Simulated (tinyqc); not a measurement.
Metal-induced gap states at the contact of a metal chain and a two-band chain, step by step. Values are carried at full precision from step to step, so a last printed digit may differ when a step is redone from the rounded ones.

The semiconductor alternates sites A at -Eg/2 and C at +Eg/2 with hopping -t; the gap runs from -Eg/2 to Eg/2. In the gap cosh(q a) = 1 + (Eg^2/4 - E^2)/(2 t^2) and the amplitude changes by -exp(-q a) a period. The metal has site energy 0 and hopping -tm; its end site has g_m = (E - i sqrt(4 tm^2 - E^2))/(2 tm^2). Sites 1, 2, ... count into the semiconductor, with energies e1, e2 alternating. The clean half chain has g1 = 1/(E - e1 - t^2 g2), g2 = 1/(E - e2 - t^2 g1), decaying root. With the contact G11 = 1/(1/g1 - tc^2 g_m), and the density on site j is -Im G_jj/pi = |psi_j/psi_1|^2 (-Im G11/pi), per spin, with psi_2/psi_1 = -t g2, psi_3/psi_2 = -t g1.

Constants: e^2/(4 pi eps0) = 14.39964547 eV angstrom.

Parameters, chosen for this exercise (gap and optical dielectric constant near those of SiO2; the chain itself is a model; shifted at random, so the results belong to these values and not to a real crystal):
- Eg = 9.21 eV (gap)
- t = 3.09 eV (hopping in the semiconductor)
- a = 3.1 angstrom (period (two sites); one chain for each area a^2)
- E = -0.75 eV (energy from mid-gap)
- tm = 3.68 eV (hopping in the metal)
- tc = 2.21 eV (hopping across the contact)
- end = A (site that touches the metal)
- eps = 2.2 (dielectric constant)

## Decay in the gap

Form cosh(q a), l = exp(-q a), q and the decay length 1/(2q) of the density.

cosh(q a) = 2.08103
l = 0.25601
q = 0.43952 1/angstrom
xi, the decay length of the density = 1.138 angstrom

## Green functions

The decaying root is g1 = (1 - l)/(E - e1), g2 = (1 - l)/(E - e2), l = exp(-q a). Form them, g_m and G11.

g1, g2 (1/eV): 0.19299  -0.13893

g_m = -0.02769-0.27032i 1/eV
G11 = 0.17716-0.04399i 1/eV

## Density site by site

D1 = -Im G11/pi, D2 = (t g2)^2 D1, and each further period multiplies by l^2. The sum over all sites is (D1 + D2)/(1 - l^2). The Green functions stand in the order g1, g2.

density on sites 1 to 8 (1/eV): 0.01400  0.00258  0.00092  0.00017  0.00006  0.00001  0.00000  0.00000

Ds, the density per spin summed over the semiconductor = 0.01775 1/eV

The first period holds 93 % of the gap states at this energy.

## Pinning factor

Gap states per area N = 2 Ds/a^2 (two spins). Charge in them sits a distance xi from the metal, so S = 1/(1 + 4 pi e^2 N xi/eps), e^2 meaning e^2/(4 pi eps0); S is the change of the barrier per change of the metal work function.

N = 3.694e+13 1/(eV cm^2)
4 pi e^2 N xi/eps = 0.3456
S = 0.7432

Weak pinning, nearer the Schottky limit S = 1.

## Checks

- g1 from the closed form against decimation: both 0.192993.

(tinyqc, `OMP_NUM_THREADS=1 python tinyqc.py 1451251 1451252 out.jsonl`, Intel(R) Xeon(R) Processor @ 2.30GHz, 1 thread, shared host, about 0.01 s.)
